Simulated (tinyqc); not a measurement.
## Gap voltage and exponent from three temperatures

Inverse problem. At constant current VBE(T) = Vg0 - a T - eta (kB T/q) ln T, where a is a constant. Find Vg0, eta and dVBE/dT at the middle temperature.

Constants: q = 1.602176634e-19 C, kB = 1.380649e-23 J/K. Results are converted to the units shown.

T (K): [253, 330, 360]
VBE at a constant current (V): [0.7505520782, 0.5883780245, 0.5236893100]

Answer. The relation is linear in Vg0, a and eta, so three points give a linear system; the slope is (VBE - Vg0 - eta kB T/q)/T. eta rests on the curvature of VBE(T) alone, so real fits need accuracy of some tens of microvolts or better.

Vg0 = 1.20 V
eta = 3.40
dVBE/dT = -2.14 mV/K

tinyqc, about 0.02 s, one thread, Intel Xeon 2.30GHz (shared host): `OMP_NUM_THREADS=1 python tinyqc.py 2062125 2062126 out.jsonl`
